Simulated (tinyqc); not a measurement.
Inside a calculation. Model: electromigration in a confined line: Blech product, Korhonen stress evolution and Black's law. Computed by tinyqc, a small Python program that keeps every step. Command: `OMP_NUM_THREADS=1 python tinyqc.py 3001276 3001277 out.jsonl emigr walk`. One thread of a shared host (Intel(R) Xeon(R) Processor @ 2.30GHz), about 0.01 s of CPU time with the checks. Intermediate numbers are printed to about 7 digits and carried at full precision; extremes and crossings named in words are read from the listed rows.

The electron wind pushes atoms from the cathode (x = 0) to the anode (x = L); blocking ends build a back stress (tension positive). The input rho is taken not to change with temperature. d sigma/dt = d/dx [kappa (d sigma/dx + G)], with zero flux at both ends and sigma = 0 at t = 0.

Inputs (values chosen for the exercise, close to those used for aluminium lines):
```
quantity                              value          unit
resistivity rho                        3.62  micro-ohm cm
atomic volume Omega                    16.6    angstrom^3
effective charge number Z*              3.8             -
prefactor D0                        6.7e-08         m^2/s
activation energy E                   0.685            eV
effective modulus B                      38           GPa
critical stress sigma_c                 330           MPa
current density j                       1.7       MA/cm^2
line length L                            76            um
test temperature T                      350             C
time as a fraction of L^2/kappa, s    0.023             -
use temperature T_u                      85             C
use current density j_u                0.35       MA/cm^2
current exponent n                      1.5             -
```

Start: stress-free.

Constants: e = 1.602176634e-19 C; k_B = 8.617333262e-05 eV/K; k_B = 1.380649e-23 J/K.

## Driving force and diffusivities

G = Z* e rho j/Omega; D = D0 exp(-E/(k_B T)); kappa = D B Omega/(k_B T); drift velocity of an unconfined line v = D Z* e rho j/(k_B T). SI: 1 micro-ohm cm = 1e-8 ohm m, 1 MA/cm^2 = 1e10 A/m^2. Temperatures in kelvin are T(C) + 273.15.

stress gradient G = 22.57062 MPa/um

diffusivity D = 1.932322e-13 m^2/s

kappa = 1.416757e-11 m^2/s

drift velocity = 30294.07 nm/h

## Steady state and Blech product

At steady state sigma(x) = G (L/2 - x). A void forms only if the cathode stress reaches sigma_c, that is if j L exceeds (j L)_c = 2 Omega (sigma_c)/(Z* e rho). Time scale tau = L^2/kappa.

steady cathode stress = 857.6834 MPa

j L = 12920 A/cm

critical product (j L)_c = 4971.065 A/cm

tau = 0.1132477 h

j L is 2.60 times the critical product: the line can fail. Caution: a steady stress above sigma_c is formal, since a void forms first.

## Series terms at the cathode

sigma(x, t) = G L [1/2 - x/L - 4 sum_(m odd) cos(m pi x/L) exp(-m^2 pi^2 s)/(m pi)^2], s = t/tau, summed to m = 399. The terms at x = 0 are 4 exp(-m^2 pi^2 s)/(m pi)^2; tau = L^2/kappa.

terms for m = 1, 3, 5, 7: 0.3229795  0.005837818  5.561466e-05  1.221483e-07

cathode stress at time s = 293.5454 MPa

time t = 0.002604697 h

## Stress along the line

Steady state: G L (1/2 - x/L). Take x/L = 0, 0.1, 0.2, 0.3, 0.4, 0.6, 0.8 and 1.

Stress (MPa):
```
x/L  at time s  steady state
0.0   293.5454      857.6834
0.1   153.3485      686.1467
0.2    69.5816      514.6100
0.3    26.9473      343.0733
0.4     8.3388      171.5367
0.6    -8.3388     -171.5367
0.8   -69.5816     -514.6100
1.0  -293.5454     -857.6834
```

Caution: stresses above sigma_c are formal, since a void forms first.

## Finite line against the semi-infinite law

Semi-infinite line: sigma(0, t) = 2 G L sqrt(s/pi). One-term form: keep m = 1 alone.

Cathode stress (MPa):
```
s             t (h)  full series  semi-infinite  one term
0.002  2.264954e-04      86.5620         86.562  176.0598
0.005  5.662385e-04     136.8665        136.866  195.9460
0.01   1.132477e-03     193.5584        193.558  227.8088
0.02   2.264954e-03     273.7329        273.733  287.0056
0.05   5.662385e-03     432.3477        432.810  433.2578
0.1    1.132477e-02     598.5617        612.085  598.5724
0.2    2.264954e-02     761.1107        865.620  761.1107
0.4    4.529908e-02     844.2684       1224.171  844.2684
0.8    9.059815e-02     857.4245       1731.239  857.4245
```

Among these rows the semi-infinite law holds to 1 % up to s = 0.05 and the one-term form from s = 0.05 on: the far end is felt once sqrt(kappa t) is no longer small against L, and by then the terms with m > 1 have nearly died out. The critical stress 330 MPa is passed between s = 0.02 and 0.05. Caution: rows beyond sigma_c are formal, since a void ends the model there.

## Time to nucleate a void

Solve sigma(0, t) = sigma_c for s; the semi-infinite estimate is t = (pi/kappa) ((sigma_c)/(2 G))^2.

nucleation time = 0.003291919 h

semi-infinite estimate = 0.003291798 h

The two agree: the void nucleates before the far end is felt, so the time scales as 1/j^2 and not with L.

## Extrapolation by Black's law

Median life t50 = A j^(-n) exp(E/(k_B T)); acceleration factor = t50(use)/t50(test) = (j/j_u)^n exp[(E/k_B)(1/T_u - 1/T)].

current factor = 10.70462

temperature factor = 12563.68

acceleration factor = 134489.5

At the use current j_u L lies below the critical product, where Black's law does not apply: the line would not fail by this mechanism. Caution: j_u L lies below the critical product, so the acceleration factor is formal: at use the line would not void.

Checks made by the program: series against a 200-cell finite-volume solution (on the scale of G L) (relative difference 8e-07).
